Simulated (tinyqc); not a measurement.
Composition profile: interdiffusion in a binary couple: Darken equations, Kirkendall shift and Boltzmann-Matano analysis. Computed by tinyqc, a small Python program. Command: `OMP_NUM_THREADS=1 python tinyqc.py 3025005 3025006 out.jsonl darken walk`. One thread of a shared host (Intel(R) Xeon(R) Processor @ 2.30GHz), about 0.04 s of CPU time with the checks.

x is the mole fraction of B; the molar volume is constant, and the two halves are long enough to count as infinite.

Inputs (values chosen for the exercise, for a model alloy A-B):
```
quantity,value,unit
tracer diffusivity D*_A(0),4.1e-15,m^2/s
tracer diffusivity D*_B(0),1.3e-15,m^2/s
slope k of ln D* with x,-0.039,-
regular-solution parameter W,-0.035,eV
temperature T,1460,K
left composition x_L,0.12,-
right composition x_R,0.58,-
time t,42000,s
```

Vacancy-wind correction: Manning, fcc.

Constants: k_B = 8.617333262e-05 eV/K.

Method:
- D*_i(x) = D*_i(0) exp(k x); thermodynamic factor Phi = 1 - 2 W x (1 - x)/(k_B T); with f0 = 0.7815, M0 = 2 f0/(1 - f0), den = M0 ((1 - x) D*_A + x D*_B): D_A = D*_A Phi [1 + 2 (1 - x)(D*_A - D*_B)/den], D_B = D*_B Phi [1 - 2 x (D*_A - D*_B)/den]; interdiffusion D~ = x D_A + (1 - x) D_B.
- With lambda = z/sqrt(t), the profile solves d/dlambda (D~ dx/dlambda) + (lambda/2) dx/dlambda = 0 with x = x_L and x_R far to the left and right; z = 0 is the original interface. It is solved as a boundary-value problem in y = lambda/sqrt(D~ at the mean composition) on -12 < y < 12 (collocation, tolerance 1e-8).
- The last column is the error-function profile for a constant D~ taken at the mean composition.

D~ at the mean composition = 2.7114e-15 m^2/s

Profile at time t:
```
y,z (um),x,dx/dz (1/um),x for constant D~
-3.0,-32.014,0.12339,0.000803,0.12780
-2.0,-21.343,0.14910,0.004801,0.15618
-1.5,-16.007,0.18359,0.008164,0.18643
-1.0,-10.671,0.23526,0.011000,0.23029
-0.5,-5.336,0.29813,0.012273,0.28644
0.0,0.000,0.36328,0.011911,0.35000
0.5,5.336,0.42320,0.010409,0.41356
1.0,10.671,0.47336,0.008340,0.46971
1.5,16.007,0.51203,0.006166,0.51357
2.0,21.343,0.53956,0.004208,0.54382
3.0,32.014,0.56856,0.001523,0.57220
```

What follows from these numbers?

At the original interface x = 0.3633, against the mean 0.3500. D~ is 1.95 times as large at x_R as at x_L, so the profile is flatter and reaches further on the right.
